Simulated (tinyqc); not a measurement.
Worked calculation: RKS/B3LYP (VWN-RPA form) in the sto-3g basis, for H4, spin multiplicity 1. Computed by tinyqc, a small Python program that keeps every step (integrals from PySCF). Settings: charge = 0, multiplicity = 1, basis = sto-3g, energy threshold = 1e-10, iteration cap = 61, orthogonalisation = symmetric, start = atomic densities, DIIS depth = 8, shift = 1.0, method = RKS, functional = b3lyp, grid = [15, 14]. Command: `OMP_NUM_THREADS=1 python tinyqc.py 29422 29423 out.jsonl` (the two numbers bound the seeds that draw the settings). One thread of a shared host (Intel(R) Xeon(R) Processor @ 2.60GHz), about 0.6 s of CPU time with the checks. Later iterations appear only in the table of the cycle.

## One-electron integrals

Geometry (angstrom):
```
atom         x         y         z
H     0.000000  0.000000  0.000000
H     0.000000  0.000000  1.103000
H     0.000000  0.000000  2.356000
H     0.000000  0.000000  3.459000
```

Basis sto-3g: exponents (1/bohr^2) and contraction coefficients of normalised primitives:
```
element  l (shell)  exponent  coefficient
H            s (1)  3.425251     0.154329
H            s (1)  0.623914     0.535328
H            s (1)  0.168855     0.444635
```

Overlap, kinetic and nuclear-attraction integrals over the contracted functions; the nuclear repulsion is the sum of Za Zb / Rab.

nuclear repulsion = 1.98405394 hartree

overlap S, order 1H 1s, 2H 1s, 3H 1s, 4H 1s:
```
[[1.000000, 0.437945, 0.064555, 0.006609],
 [0.437945, 1.000000, 0.361033, 0.064555],
 [0.064555, 0.361033, 1.000000, 0.437945],
 [0.006609, 0.064555, 0.437945, 1.000000]]
```

kinetic energy T (hartree), order 1H 1s, 2H 1s, 3H 1s, 4H 1s:
```
[[0.760032, 0.077431, -0.011320, -0.003319],
 [0.077431, 0.760032, 0.042007, -0.011320],
 [-0.011320, 0.042007, 0.760032, 0.077431],
 [-0.003319, -0.011320, 0.077431, 0.760032]]
```

nuclear attraction V (hartree), order 1H 1s, 2H 1s, 3H 1s, 4H 1s:
```
[[-2.074129, -0.878979, -0.121982, -0.011937],
 [-0.878979, -2.338709, -0.742159, -0.121982],
 [-0.121982, -0.742159, -2.338709, -0.878979],
 [-0.011937, -0.121982, -0.878979, -2.074129]]
```

core Hamiltonian H = T + V (hartree), order 1H 1s, 2H 1s, 3H 1s, 4H 1s:
```
[[-1.314098, -0.801547, -0.133302, -0.015256],
 [-0.801547, -1.578677, -0.700151, -0.133302],
 [-0.133302, -0.700151, -1.578677, -0.801547],
 [-0.015256, -0.133302, -0.801547, -1.314098]]
```

## Two-electron integrals

Functions are numbered as in S; the eight-fold symmetry (ij|kl) = (ji|kl) = (kl|ij) leaves the list below.

Two-electron integrals (ij|kl) in chemists' order, unique and non-zero (hartree):
```
(11|11) 0.774606   (21|11) 0.264325   (21|21) 0.119688   (22|11) 0.445800
(22|21) 0.264325   (22|22) 0.774606   (31|11) 0.027562   (31|21) 0.014125
(31|22) 0.036686   (31|31) 0.002043   (32|11) 0.111439   (32|21) 0.066658
(32|22) 0.208155   (32|31) 0.011714   (32|32) 0.078374   (33|11) 0.224416
(33|21) 0.129289   (33|22) 0.403609   (33|31) 0.027562   (33|32) 0.208155
(33|33) 0.774606   (41|11) 0.002080   (41|21) 0.001156   (41|22) 0.003288
(41|31) 0.000191   (41|32) 0.001211   (41|33) 0.003288   (41|41) 0.000020
(42|11) 0.015558   (42|21) 0.009004   (42|22) 0.027562   (42|31) 0.001687
(42|32) 0.011714   (42|33) 0.036686   (42|41) 0.000191   (42|42) 0.002043
(43|11) 0.080264   (43|21) 0.043933   (43|22) 0.129289   (43|31) 0.009004
(43|32) 0.066658   (43|33) 0.264325   (43|41) 0.001156   (43|42) 0.014125
(43|43) 0.119688   (44|11) 0.152985   (44|21) 0.080264   (44|22) 0.224416
(44|31) 0.015558   (44|32) 0.111439   (44|33) 0.445800   (44|41) 0.002080
(44|42) 0.027562   (44|43) 0.264325   (44|44) 0.774606
```

## Orthogonalisation

S = U s U^T; symmetric (Loewdin) form X = U s^(-1/2) U^T, so that X^T S X = 1.

eigenvalues of S: [0.402870, 0.650989, 1.229488, 1.716653]

X, order 1H 1s, 2H 1s, 3H 1s, 4H 1s:
```
[[1.087382, -0.264410, 0.039878, -0.006878],
 [-0.264410, 1.152615, -0.230478, 0.039878],
 [0.039878, -0.230478, 1.152615, -0.264410],
 [-0.006878, 0.039878, -0.264410, 1.087382]]
```

## Starting guess

The start is atomic minimal-basis densities projected into this basis (PySCF's MINAO start) and scaled to the electron count of each spin; this density is not idempotent, so its energy is not variational and may lie below the converged one.

D at the start, order 1H 1s, 2H 1s, 3H 1s, 4H 1s:
```
[[0.960819, 0.094255, 0.017266, 0.006019],
 [0.094255, 0.920371, 0.094130, 0.017266],
 [0.017266, 0.094130, 0.920371, 0.094255],
 [0.006019, 0.017266, 0.094255, 0.960819]]
```

## Iteration 1: exchange-correlation on the grid

Becke grid with 15 radial and 14 angular points per atom, points of zero weight dropped. rho = sum D_ij phi_i phi_j; V_xc,ij = sum w v_xc phi_i phi_j plus the gradient terms; v_xc is d(rho eps)/d rho at fixed gradient. Exact exchange is left to K.

The 8 grid points with the largest w rho, of 812 (bohr, atomic units):
```
x                  y         z         w       rho  |grad rho|^2     eps_xc       v_xc
-0.674944  -0.674944  1.409424  0.472850  0.043613      0.006563  -0.264405  -0.307893
0.674944   -0.674944  1.409424  0.472850  0.043613      0.006563  -0.264405  -0.307893
-0.674944   0.674944  1.409424  0.472850  0.043613      0.006563  -0.264405  -0.307893
0.674944    0.674944  1.409424  0.472850  0.043613      0.006563  -0.264405  -0.307893
0.674944   -0.674944  5.127139  0.472850  0.043613      0.006563  -0.264405  -0.307893
0.674944    0.674944  5.127139  0.472850  0.043613      0.006563  -0.264405  -0.307893
-0.674944   0.674944  5.127139  0.472850  0.043613      0.006563  -0.264405  -0.307893
-0.674944  -0.674944  5.127139  0.472850  0.043613      0.006563  -0.264405  -0.307893
```

electrons on the grid, sum of w rho = 4.008853

E_xc = sum of w rho eps_xc = -1.14202894 hartree

V_xc (hartree), order 1H 1s, 2H 1s, 3H 1s, 4H 1s:
```
[[-0.362179, -0.145560, -0.019075, -0.001811],
 [-0.145560, -0.370570, -0.114774, -0.019075],
 [-0.019075, -0.114774, -0.370570, -0.145560],
 [-0.001811, -0.019075, -0.145560, -0.362179]]
```

## Iteration 1: building the Kohn-Sham matrix

J_ij = sum D_kl (ij|kl), K_ij = sum D_kl (ik|jl); F = H + J - 0.1 K + V_xc; E = tr D H + tr D J / 2 - 0.05 tr D K + E_xc + E_nn.

Coulomb J (hartree), order 1H 1s, 2H 1s, 3H 1s, 4H 1s:
```
[[1.595546, 0.737566, 0.107259, 0.010726],
 [0.737566, 1.843997, 0.638014, 0.107259],
 [0.107259, 0.638014, 1.843997, 0.737566],
 [0.010726, 0.107259, 0.737566, 1.595546]]
```

exchange K (hartree), order 1H 1s, 2H 1s, 3H 1s, 4H 1s:
```
[[0.909852, 0.573993, 0.145750, 0.031714],
 [0.573993, 0.996604, 0.480296, 0.145750],
 [0.145750, 0.480296, 0.996604, 0.573993],
 [0.031714, 0.145750, 0.573993, 0.909852]]
```

Kohn-Sham matrix F (hartree), order 1H 1s, 2H 1s, 3H 1s, 4H 1s:
```
[[-0.171715, -0.266941, -0.059693, -0.009513],
 [-0.266941, -0.204911, -0.224941, -0.059693],
 [-0.059693, -0.224941, -0.204911, -0.266941],
 [-0.009513, -0.059693, -0.266941, -0.171715]]
```

total energy of this density = -1.79448577 hartree

This density is the starting one; it is not idempotent, so its energy is not variational and may lie below the converged one.

## Iteration 1: diagonalisation and new density

A level shift of 1 hartree raises the virtual space: F + shift (S - S D(s) S), with D(s) the density of one spin (D/2). Diagonalise F' = X^T F X, C = X C', fill 2 alpha and 2 beta electrons from the bottom; D = 2 C_occ C_occ^T. Each column has its largest component positive (the first on a tie).

F' = X^T F X (hartree):
```
[[0.434888, -0.504554, -0.019003, -0.023413],
 [-0.504554, 0.479726, -0.438400, -0.019003],
 [-0.019003, -0.438400, 0.479726, -0.504554],
 [-0.023413, -0.019003, -0.504554, 0.434888]]
```

orbital energies (hartree): [-0.328906, 0.150980, 0.781707, 1.225447]

coefficients C, order 1H 1s, 2H 1s, 3H 1s, 4H 1s:
```
[[0.311500, 0.538733, 0.715486, -0.595622],
 [0.440718, 0.341233, -0.506106, 0.941450],
 [0.440718, -0.341233, -0.506106, -0.941450],
 [0.311500, -0.538733, 0.715486, 0.595622]]
```

D after iteration 1, order 1H 1s, 2H 1s, 3H 1s, 4H 1s:
```
[[0.774531, 0.642234, -0.093100, -0.386403],
 [0.642234, 0.621345, 0.155585, -0.093100],
 [-0.093100, 0.155585, 0.621345, 0.642234],
 [-0.386403, -0.093100, 0.642234, 0.774531]]
```

## Iteration 2: exchange-correlation on the grid

As before.

The 8 grid points with the largest w rho, of 812 (bohr, atomic units):
```
x                  y         z         w       rho  |grad rho|^2     eps_xc       v_xc
0.674944    0.674944  5.861618  0.467514  0.053887      0.009189  -0.279155  -0.329111
-0.674944  -0.674944  5.861618  0.467514  0.053887      0.009189  -0.279155  -0.329111
0.674944   -0.674944  5.861618  0.467514  0.053887      0.009189  -0.279155  -0.329111
-0.674944   0.674944  5.861618  0.467514  0.053887      0.009189  -0.279155  -0.329111
-0.674944  -0.674944  0.674944  0.467514  0.053887      0.009189  -0.279155  -0.329111
0.674944   -0.674944  0.674944  0.467514  0.053887      0.009189  -0.279155  -0.329111
-0.674944   0.674944  0.674944  0.467514  0.053887      0.009189  -0.279155  -0.329111
0.674944    0.674944  0.674944  0.467514  0.053887      0.009189  -0.279155  -0.329111
```

electrons on the grid, sum of w rho = 4.017301

E_xc = sum of w rho eps_xc = -1.11373378 hartree

V_xc (hartree), order 1H 1s, 2H 1s, 3H 1s, 4H 1s:
```
[[-0.363656, -0.148363, -0.018965, -0.001793],
 [-0.148363, -0.362691, -0.110922, -0.018965],
 [-0.018965, -0.110922, -0.362691, -0.148363],
 [-0.001793, -0.018965, -0.148363, -0.363656]]
```

## Iteration 2: building the Kohn-Sham matrix

As before.

Coulomb J (hartree), order 1H 1s, 2H 1s, 3H 1s, 4H 1s:
```
[[1.602538, 0.737174, 0.105828, 0.010567],
 [0.737174, 1.807034, 0.621627, 0.105828],
 [0.105828, 0.621627, 1.807034, 0.737174],
 [0.010567, 0.105828, 0.737174, 1.602538]]
```

exchange K (hartree), order 1H 1s, 2H 1s, 3H 1s, 4H 1s:
```
[[1.012812, 0.738215, 0.134884, -0.031126],
 [0.738215, 1.019112, 0.444401, 0.134884],
 [0.134884, 0.444401, 1.019112, 0.738215],
 [-0.031126, 0.134884, 0.738215, 1.012812]]
```

Kohn-Sham matrix F (hartree), order 1H 1s, 2H 1s, 3H 1s, 4H 1s:
```
[[-0.176497, -0.286557, -0.059927, -0.003370],
 [-0.286557, -0.236245, -0.233886, -0.059927],
 [-0.059927, -0.233886, -0.236245, -0.286557],
 [-0.003370, -0.059927, -0.286557, -0.176497]]
```

total energy of this density = -2.20104611 hartree

## Iteration 2: DIIS over 2 matrices

error matrix X^T (FDS - SDF) X:
```
[[0.000000, 0.048462, -0.007889, 0.000000],
 [-0.048462, 0.000000, 0.000000, 0.007889],
 [0.007889, 0.000000, 0.000000, -0.048462],
 [0.000000, -0.007889, 0.048462, 0.000000]]
```

B (overlaps of the stored error matrices):
```
[[1.3780612e-03, 3.6208140e-03],
 [3.6208140e-03, 9.6431446e-03]]
```

Minimise |sum c_i e_i|^2 with sum c_i = 1: solve [B -1; -1 0][c; lambda] = [0; -1] with B_ij = tr e_i^T e_j, and take F = sum c_i F_i.

DIIS coefficients: [1.593387, -0.593387]

extrapolated F (hartree), order 1H 1s, 2H 1s, 3H 1s, 4H 1s:
```
[[-0.168878, -0.255302, -0.059554, -0.013157],
 [-0.255302, -0.186317, -0.219633, -0.059554],
 [-0.059554, -0.219633, -0.186317, -0.255302],
 [-0.013157, -0.059554, -0.255302, -0.168878]]
```

## Iteration 2: diagonalisation and new density

As before.

F' = X^T F X (hartree):
```
[[0.409713, -0.700619, 0.027833, 0.176711],
 [-0.700619, 0.518711, -0.409343, 0.027833],
 [0.027833, -0.409343, 0.518711, -0.700619],
 [0.176711, 0.027833, -0.700619, 0.409713]]
```

orbital energies (hartree): [-0.365922, -0.226576, 1.061714, 1.387632]

coefficients C, order 1H 1s, 2H 1s, 3H 1s, 4H 1s:
```
[[0.311168, 0.539599, 0.715630, -0.594837],
 [0.440953, 0.339863, -0.505901, 0.941946],
 [0.440953, -0.339863, -0.505901, -0.941946],
 [0.311168, -0.539599, 0.715630, 0.594837]]
```

D after iteration 2, order 1H 1s, 2H 1s, 3H 1s, 4H 1s:
```
[[0.775985, 0.641201, -0.092359, -0.388684],
 [0.641201, 0.619893, 0.157864, -0.092359],
 [-0.092359, 0.157864, 0.619893, 0.641201],
 [-0.388684, -0.092359, 0.641201, 0.775985]]
```

## Iteration 33 (converged): orbitals

converged F (hartree), order 1H 1s, 2H 1s, 3H 1s, 4H 1s:
```
[[-0.181232, -0.284251, -0.058824, -0.003225],
 [-0.284251, -0.219584, -0.227041, -0.058824],
 [-0.058824, -0.227041, -0.219584, -0.284251],
 [-0.003225, -0.058824, -0.284251, -0.181232]]
```

Diagonalise F' = X^T F X, C = X C', fill 2 alpha and 2 beta electrons from the bottom; D = 2 C_occ C_occ^T. Each column has its largest component positive (the first on a tie).

F' = X^T F X (hartree):
```
[[-0.066870, -0.263908, 0.042006, -0.004534],
 [-0.263908, -0.029744, -0.217271, 0.042006],
 [0.042006, -0.217271, -0.029744, -0.263908],
 [-0.004534, 0.042006, -0.263908, -0.066870]]
```

orbital energies (hartree): [-0.397852, -0.267846, 0.079434, 0.393038]

coefficients C, order 1H 1s, 2H 1s, 3H 1s, 4H 1s:
```
[[0.298209, 0.522300, 0.721126, -0.610083],
 [0.450006, 0.366765, -0.497865, 0.931801],
 [0.450006, -0.366765, -0.497865, -0.931801],
 [0.298209, -0.522300, 0.721126, 0.610083]]
```

D after iteration 33, order 1H 1s, 2H 1s, 3H 1s, 4H 1s:
```
[[0.723451, 0.651515, -0.114731, -0.367737],
 [0.651515, 0.674045, 0.135978, -0.114731],
 [-0.114731, 0.135978, 0.674045, 0.651515],
 [-0.367737, -0.114731, 0.651515, 0.723451]]
```

## Convergence

Stop when the energy changes by less than 1e-10 hartree and every element of the error matrix X^T (F D S - S D F) X is below 3e-06.

Course of the cycle:
```
iteration  E (hartree)     change  largest element of the error matrix
1          -1.79448577          -                             1.85e-02
2          -2.20104611  -4.07e-01                             4.85e-02
3          -2.20091660   1.30e-04                             4.96e-02
4          -2.20052145   3.95e-04                             5.33e-02
5          -2.19989744   6.24e-04                             5.87e-02
6          -2.19906165   8.36e-04                             6.53e-02
7          -2.19824512   8.17e-04                             7.11e-02
8          -2.19802949   2.16e-04                             7.26e-02
9          -2.19839856  -3.69e-04                             7.01e-02
10         -2.20142235  -3.02e-03                             4.41e-02
11         -2.20259072  -1.17e-03                             2.77e-02
12         -2.20304385  -4.53e-04                             1.75e-02
13         -2.20322108  -1.77e-04                             1.11e-02
14         -2.20329111  -7.00e-05                             7.03e-03
...                ...        ...                                  ...
20         -2.20333796  -3.30e-07                             4.93e-04
21         -2.20333810  -1.39e-07                             3.20e-04
22         -2.20333816  -5.93e-08                             2.08e-04
23         -2.20333818  -2.55e-08                             1.36e-04
24         -2.20333819  -1.10e-08                             8.89e-05
25         -2.20333820  -4.80e-09                             5.84e-05
26         -2.20333820  -2.10e-09                             3.84e-05
27         -2.20333820  -9.26e-10                             2.53e-05
28         -2.20333820  -4.10e-10                             1.67e-05
29         -2.20333820  -1.82e-10                             1.11e-05
30         -2.20333820  -8.14e-11                             7.36e-06
31         -2.20333820  -3.65e-11                             4.89e-06
32         -2.20333820  -1.64e-11                             3.26e-06
33         -2.20333820  -7.38e-12                             2.17e-06
```

PySCF RKS in the same basis, fine grid = -2.20225678 hartree

Converged in 33 iterations. The coarse grid moves the energy by -1.08e-03 hartree.

## Populations, bond orders and dipole

Mulliken: Z minus the diagonal of D S on the atom; Loewdin: the same with S^(1/2) D S^(1/2); Mayer order: 2 sum_s sum (D(s) S)_ij (D(s) S)_ji over the two atoms.

Charges (e):
```
atom   Mulliken    Loewdin
1H     0.001058  -0.005069
2H    -0.001058   0.005069
3H    -0.001058   0.005069
4H     0.001058  -0.005069
```

Mayer bond orders:
```
pair      order
2-1    0.862297
3-1   -0.000045
3-2    0.137747
4-1    0.137747
4-2   -0.000045
4-3    0.862297
```

dipole moment about the origin, x y z (debye): [0.000000, 0.000000, 0.000000]
